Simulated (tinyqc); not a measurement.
From results back to parameters: deep level as a short-range spherical well. Four cases, with inputs chosen for the exercise.

Problem. Emission rates at T and T2 were computed from hidden Et and sn.

Thermal emission e = sn v Nc exp(-Et/kB T), v = sqrt(6 c kB T/m)/hbar, Nc = 2 gv (m kB T/(4 pi c))^(3/2), c = hbar^2/2m0, one mass for both, degeneracy ratio 1; 1 angstrom = 1e-8 cm.

Constants: hbar^2/2m0 = 3.80998211 eV angstrom^2; kB = 8.617333262e-05 eV/K; hbar = 6.58211957e-16 eV s.

Case 1.

Values chosen (near those of GaAs; the results hold for these values, not for the real material):
- m = 0.065 m0 (mass)
- gv = 1 (valleys)
- T = 200 K (temperature)
- T2 = 240 K (second temperature)

e(T), e(T2) (1/s): 0.6041918  23.39855

Case 2.

Values chosen (near those of InP; the results hold for these values, not for the real material):
- m = 0.08 m0 (mass)
- gv = 1 (valleys)
- T = 300 K (temperature)
- T2 = 340 K (second temperature)

e(T), e(T2) (1/s): 3164542  1.151149e+07

Case 3.

Values chosen (near those of 4H SiC; the results hold for these values, not for the real material):
- m = 0.393 m0 (mass)
- gv = 3 (valleys)
- T = 200 K (temperature)
- T2 = 240 K (second temperature)

e(T), e(T2) (1/s): 0.0001032607  0.04963361

Case 4.

Values chosen (near those of GaN; the results hold for these values, not for the real material):
- m = 0.204 m0 (mass)
- gv = 1 (valleys)
- T = 350 K (temperature)
- T2 = 390 K (second temperature)

e(T), e(T2) (1/s): 8878119  1.769335e+07

Find: Et; sn.

Solution. v Nc goes as T^2, so ln(e/T^2) against 1/T has slope -Et/kB; the intercept gives sn.

Case 1.

Et = 0.340 eV
sn = 0.27 x 1e-16 cm^2

Case 2.

Et = 0.229 eV
sn = 9.4 x 1e-16 cm^2

Case 3.

Et = 0.601 eV
sn = 9.3 x 1e-16 cm^2

Case 4.

Et = 0.139 eV
sn = 0.11 x 1e-16 cm^2

Computed by tinyqc, one run a case: `OMP_NUM_THREADS=1 python tinyqc.py N N+1 out.jsonl` with N = 1282264, 1282310, 1282627, 1282764; one thread of a shared Intel(R) Xeon(R) Processor @ 2.30GHz, about 0.01 s a run at most.
